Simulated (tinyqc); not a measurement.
Length of a polyene: Hueckel, PPP and singles CI along the polyenes. Computed by the program tinyqc. 

All-trans chains of carbon centres 1.40 angstrom apart:

| parameter | value |
|---|---|
| beta (eV), times 1 +/- alternation | -2.570000 |
| alternation | 0.100000 |
| W (eV) | 11.160000 |
| gamma_rr (eV) | 11.170000 |
| repulsion formula | MN |

Hueckel uses the same beta without repulsion; CIS keeps all single excitations and so misses the low, doubly excited 2Ag state. W is the valence ionisation energy of a centre, MN the Mataga-Nishimoto formula, f the oscillator strength.

Gaps and excitations (eV):

| centres | Hueckel gap | PPP orbital gap | bright singlet (CIS) | f | lowest triplet (CIS) |
|---|---|---|---|---|---|
| 2 | 5.6540 | 11.0088 | 8.5616 | 0.7340 | 2.7464 |
| 4 | 3.7958 | 8.6152 | 6.1054 | 1.1062 | 1.8818 |
| 6 | 2.9464 | 7.4323 | 4.9944 | 1.5299 | 1.4951 |
| 8 | 2.4670 | 6.7371 | 4.3530 | 1.9237 | 1.2878 |
| 10 | 2.1617 | 6.2862 | 3.9401 | 2.2931 | 1.1635 |
| 12 | 1.9514 | 5.9745 | 3.6564 | 2.6450 | 1.0831 |
| 14 | 1.7986 | 5.7494 | 3.4525 | 2.9854 | 1.0282 |

The Hueckel gap tends to 4 x alternation x |beta| = 1.03 eV for long chains. Exchange opens the PPP orbital gap, and the attraction of electron and hole brings the bright state 2.30 eV below it at 14 centres; the triplet lies 2.42 eV lower still.
